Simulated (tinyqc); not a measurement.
Scattering of inversion-layer electrons by surface optical phonons of the gate insulator (remote phonon scattering). Changing the mean distance of the electrons z0 = 3/b. Computed by tinyqc, a small Python program. Command: `OMP_NUM_THREADS=1 python tinyqc.py 3112546 3112547 out.jsonl sophonon sweep`. One thread of a shared host (Intel(R) Xeon(R) Processor @ 2.30GHz), about 0.02 s of CPU time with the checks.

One subband with the Fang-Howard envelope; insulator and channel are half-spaces, the gate is far away, and an interlayer only moves the polar surface away by t (its own modes and its permittivity contrast are left out).

Inputs (values chosen for the exercise, modelled on HfO2 on silicon):
```
quantity                                   value        unit
static constant of the insulator eps_0s     21.6           -
intermediate constant eps_i                 6.68           -
optical constant eps_inf                    5.09           -
hbar omega_TO1                              12.5         meV
hbar omega_TO2                              49.3         meV
constant of the channel eps_s               11.7           -
in-plane mass m                            0.194         m_0
valleys g_v                                    2           -
sheet density n                          8.6e+11      1/cm^2
interlayer thickness t                         0          nm
temperature T                                200           K
electron energy E                             67         meV
mobility from other processes                820  cm^2/(V s)
```

Screening by the channel electrons: none.

Constants: k_B = 8.617333262e-05 eV/K; hbar^2/(2 m_0) = 3.80998212 eV angstrom^2; e^2/(4 pi eps_0) = 14.39964548 eV angstrom; hbar = 6.582119569e-16 eV s; e = 1.602176634e-19 C; m_0 = 9.1093837015e-31 kg.

Method:
- eps(w) = eps_inf + (eps_0s - eps_i) w1^2/(w1^2 - w^2) + (eps_i - eps_inf) w2^2/(w2^2 - w^2). Surface modes solve eps(w) + eps_s = 0, a quadratic in w^2; the strength of a mode is g = 2/(w d eps/dw).
- Occupation N = 1/(exp(hbar w/(k_B T)) - 1).
- Density of states D = g_v m/(pi hbar^2); eta = E_F/(k_B T) = ln(exp(n/(D k_B T)) - 1); screening wave number q_s = e^2 D/(2 eps_0 eps_avg) x 1/(1 + exp(-eta)), eps_avg = (eps_s + eps_inf)/2; b = 3/z0.
- For a mode of strength g, without the occupation factor, Area x |M(q)|^2 = e^2 hbar w g/(2 eps_0 q) x (b/(b + q))^6 exp(-2 q t).
- Approximate momentum relaxation rate, taking tau v alike in the initial and final states: 1/tau = (m/(2 pi hbar^3)) sum over modes and over absorption (N, E' = E + hbar w) and emission (N + 1, E' = E - hbar w > 0) of [(1 - f(E'))/(1 - f(E))] int_0^(2 pi) Area |M(q)|^2 (1 - cos theta) d theta, q^2 = k^2 + k'^2 - 2 k k' cos theta, f the Fermi function; 48 midpoints in theta from 0 to pi.
- mu = (e/m) int tau E f (1 - f) dE/(k_B T int f dE), by 300 midpoints from 0 to (max(eta, 0) + 14) k_B T; Matthiessen sum with the other processes.

One run for each value; columns: (1) mean distance of the electrons z0 = 3/b (nm); (2) remote-phonon mobility (cm^2/(V s)); (3) loss of mobility (%); (4) tau at E (fs):
```
(1)    (2)    (3)   (4)
0.8    588  58.25    66
1.1    791  50.91    95
1.5   1139  41.85   145
2.1   1860  30.59   254
3.0   3501  18.98   512
4.1   6682  10.93  1028
5.8  15047   5.17  2406
8.0  34683   2.31  5622
```

Over the rows, remote-phonon mobility (cm^2/(V s)) rises from 588 to 34700 (exponent d ln y / d ln x 0.93 between the first rows and 2.6 between the last); loss of mobility (%) falls from 58.2 to 2.31 (exponent d ln y / d ln x -0.42 between the first rows and -2.5 between the last); tau at E (fs) rises from 66.4 to 5620 (exponent d ln y / d ln x 1.1 between the first rows and 2.6 between the last).

Caution (all rows): a relaxation time is only an approximation for inelastic scattering, and static or no screening brackets the true dynamic screening only roughly.
